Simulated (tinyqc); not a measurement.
# Junction parameters from two forward currents

Question. D(v) = J1 (exp(v/Vt) - 1) + J2 (exp(v/(2 Vt)) - 1). Find J1, J2 and the voltage 2 Vt ln(J2/J1) near which both parts are equal.

Parameters, values chosen for the exercise:
- T = 300 K (temperature)

Constants: q = 1.602176634e-19 C, kB = 1.380649e-23 J/K, Vt = kB T/q. Results are converted to the units shown.

junction voltages (V): 0.28  0.67
currents (uA/um): 2.6983561e-6  0.048315612

Solution. The current is linear in J1 and J2, so two points give two equations.

J1 = 2.40e-13 uA/um
J2 = 1.20e-8 uA/um
crossover = 0.559 V

tinyqc, about 0.2 s, one thread, Intel Xeon 2.30GHz (shared host): `OMP_NUM_THREADS=1 python tinyqc.py 2182058 2182059 out.jsonl`
